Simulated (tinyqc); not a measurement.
Changing the pH: potential-pH (Pourbaix) lines of a metal, its cation, its oxide and an oxyanion, with a complexing ligand. Computed by tinyqc, a small Python program. Command: `OMP_NUM_THREADS=1 python tinyqc.py 3014691 3014692 out.jsonl pourb sweep`. One thread of a shared host (Intel(R) Xeon(R) Processor @ 2.30GHz), about 0.01 s of CPU time with the checks.

Potentials are against the standard hydrogen electrode; solids and water have unit activity; dG_f of M, H+ and the electron is zero; F = e N_A and s = R T ln(10)/F. The cation carries z = 2.

Inputs (values chosen for the exercise, for a model metal):

| quantity | value | unit |
|---|---|---|
| dG_f of the cation | -58.08 | kJ/mol |
| dG_f of the oxide | -203.62 | kJ/mol |
| dG_f of the oxyanion | -267.42 | kJ/mol |
| dG_f of water | -237.14 | kJ/mol |
| temperature T | 298.15 | K |
| log10 of the dissolved activity a | -5 | - |
| potential E | 1.1 | V |
| log10 of the stability constant beta of ML | 8.5 | - |
| pKa of HL | 5.1 | - |
| total ligand c_L | 0.082 | mol/L |
| limiting current density i_L | 0.00072 | A/cm^2 |
| molar volume V_m | 6.67 | cm^3/mol |

Species: M, M2+, MO, MO2(2-).

exchange current densities, metal and cathodic (A/cm^2): 1.3e-07  1e-11

Tafel slopes, anodic and cathodic (mV/decade): 45  135

Constants: R = 8.314462618 J/(mol K); e = 1.602176634e-19 C; N_A = 6.02214076e+23 1/mol.

Method:
- M2+ + 2e = M; MO + 2H+ + 2e = M + H2O; MO2(2-) + 4H+ + 2e = M + 2H2O. For each, E0 = -dG/(z F), and E = E0 + (s/z) log10 a - (s n_H/z) pH, with no activity term for the oxide.
- The metal is stable below the lowest of the three lines; above it, the species of the lowest line is stable. Water lines at 1 bar: hydrogen E = -s pH, oxygen E = -dG_f(water)/(2F) - s pH.
- The free ligand is c_L/(1 + 10^(pKa - pH)) (ligand in excess); dissolved metal is a in all, so the free cation is a/alpha, alpha = 1 + beta [L]; the cation line drops by (s/z) log10 alpha.
- Anodic i = i0a 10^((E - E_a)/b_a) with E_a the cation line with ligand; cathodic i = i0c 10^((E_c - E)/b_c) with E_c the oxygen line; supply caps the cathodic current, 1/i_c = 1/i(Tafel) + 1/i_L. E_corr makes the two currents equal. Without the cap it would be [b_c E_a + b_a E_c + b_a b_c log10(i0c/i0a)]/(b_a + b_c). Rate = i V_m/(z F). Films are left out.

One run for each value:

| pH | upper limit of immunity (V) | cation line with ligand (V) | corrosion potential E_corr (V) | etch rate (nm/min) | log10 alpha |
|---|---|---|---|---|---|
| 1.0 | -0.4489 | -0.5469 | -0.3785 | 14.93 | 3.314 |
| 2.5 | -0.4489 | -0.5912 | -0.4228 | 14.92 | 4.813 |
| 4.0 | -0.4489 | -0.6347 | -0.4662 | 14.92 | 6.281 |
| 5.5 | -0.4489 | -0.6639 | -0.4955 | 14.89 | 7.268 |
| 7.0 | -0.4489 | -0.6680 | -0.4998 | 14.74 | 7.408 |
| 8.5 | -0.4489 | -0.6682 | -0.5008 | 14.10 | 7.414 |
| 10.0 | -0.4489 | -0.6682 | -0.5041 | 11.92 | 7.414 |
| 11.5 | -0.5066 | -0.6682 | -0.5131 | 7.53 | 7.414 |
| 13.0 | -0.6141 | -0.6682 | -0.5288 | 3.38 | 7.414 |

What does the table show?

Over the rows, upper limit of immunity (V) falls from -0.449 to -0.614, flat over part of the range; cation line with ligand (V) falls from -0.547 to -0.668; corrosion potential E_corr (V) falls from -0.378 to -0.529.

Caution (all rows): other oxidation states, hydroxides and hydrides are left out, and the lines say nothing of rates. Caution (rows 1.00, 2.50, 4.00, 5.50, 7.00): E_corr lies below the hydrogen line, so hydrogen evolution, left out here, adds cathodic current.
